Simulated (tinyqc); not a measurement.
Intrinsic and extrinsic failures together.

All devices wear out with slope 1.5 and scale t63; the share 0.05 also has a flaw with slope 0.57 and scale 0.01 t63: 1 - F = exp(-(t/t63)^1.5) [1 - 0.05 + 0.05 exp(-(t/(0.01 t63))^0.57)]. W = ln(-ln(1 - F)); the local slope is dW/d ln t.

Parameters, values chosen for the exercise:
```
symbol  value  unit                                  meaning
t63      1600     s  characteristic time of a test capacitor
```

Result of one run:

| F | W | local slope | F of wear-out alone |
|---|---|---|---|
| 0.01680 | -4.078 | 0.4716 | 9.366e-5 |

Which time t gave this result: 3.3, 13, 50 or 200 s?

t = 3.3 s.

The whole series:

| t (s) | F | W | local slope | F of wear-out alone |
|---|---|---|---|---|
| 0.014 | 8.954e-4 | -7.018 | 0.5651 | 2.588e-8 |
| 0.054 | 0.001913 | -6.258 | 0.5596 | 1.961e-7 |
| 0.21 | 0.004057 | -5.505 | 0.5477 | 1.504e-6 |
| 0.83 | 0.008463 | -4.768 | 0.5224 | 1.182e-5 |
| 3.3 | 0.01680 | -4.078 | 0.4716 | 9.366e-5 |
| 13 | 0.03014 | -3.486 | 0.3865 | 7.321e-4 |
| 50 | 0.04790 | -3.014 | 0.3400 | 0.005509 |
| 200 | 0.09037 | -2.357 | 0.7196 | 0.04323 |
| 770 | 0.3196 | -0.9541 | 1.300 | 0.2838 |
| 3000 | 0.9271 | 0.9627 | 1.471 | 0.9233 |

The local slope goes from 0.565 through a minimum of 0.340 (at t = 50 s among the rows listed) to 1.47. At early times the flawed share sets F, 34600 times the wear-out value in the first row, so a line fitted to the steep upper part says nothing about low percentiles.

Computed by the program tinyqc: `OMP_NUM_THREADS=1 python tinyqc.py 2070039 2070040 out.jsonl`, one thread of a shared Intel Xeon 2.30GHz, about 0.01 s for the whole run.
